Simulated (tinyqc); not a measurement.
A ladder of methods, and size consistency: correlation methods against full CI in the sto-3g basis, for H4, spin multiplicity 1. Computed by the program tinyqc with PySCF. All electrons correlated; +Q is the Davidson correction (1 - c0^2) E_corr. The last columns treat two copies 100 angstrom apart as one system. FCI is the lowest singlet.

Geometry (angstrom):
```
atom       x       y       z
H     0.0000  0.0000  0.0000
H     0.0000  0.0000  0.8750
H     0.0000  0.0000  1.6880
H     0.0000  0.0000  2.5630
```

RHF energy of one = -2.109654 hartree

Correlation energies (hartree):
```
method   E_corr of one  share of FCI (%)  E_corr of two at 100 angstrom  two minus twice one (mhartree)
MP2           -0.03450            63.809                       -0.06900                           0.000
CISD          -0.05346            98.876                       -0.10271                           4.209
CISD+Q        -0.05575           103.118                       -0.11045                           1.056
CCSD          -0.05408           100.017                       -0.10815                           0.000
CCSD(T)       -0.05409           100.040                       -0.10818                           0.000
FCI           -0.05407           100.000                              -                               -
```

What does the comparison show, and why?

MP2 recovers 64 %, CISD 98.9 % and CCSD 100.0 % of the FCI value (c0^2 = 0.957 in CISD). MP2 and coupled cluster are size consistent, so their last column vanishes; CISD loses 4.21 mhartree, since a double excitation on each copy is a quadruple of the pair, and the Davidson correction leaves +1.06.
